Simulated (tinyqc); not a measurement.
From results to parameters: minimal-basis H2. Computed by the program tinyqc with PySCF.

Problem. For two electrons in the two orbitals of minimal-basis H2, the CIS energies are e2 - e1 - J12 + 2 K12 and e2 - e1 - J12, and E_corr = D - sqrt(D^2 + K12^2) with 2D the energy of the double excitation. Find J12, K12, D, the MP2 energy and the weight of the double excitation.

orbital gap e2 - e1 = 0.59343052 hartree
CIS singlet and triplet energies (hartree): 0.486773  0.030755
FCI correlation energy = -0.08393849 hartree

Solution. Half the singlet-triplet splitting is K12, the gap less the triplet energy is J12, D = (E_corr^2 - K12^2)/(2 E_corr), MP2 is -K12^2/(2 gap), and the weight is c^2/(1 + c^2) with c = E_corr/K12.

J12, K12, D (hartree): 0.563  0.228  0.268
MP2 correlation energy = -0.043803 hartree
weight of the double excitation = 0.119
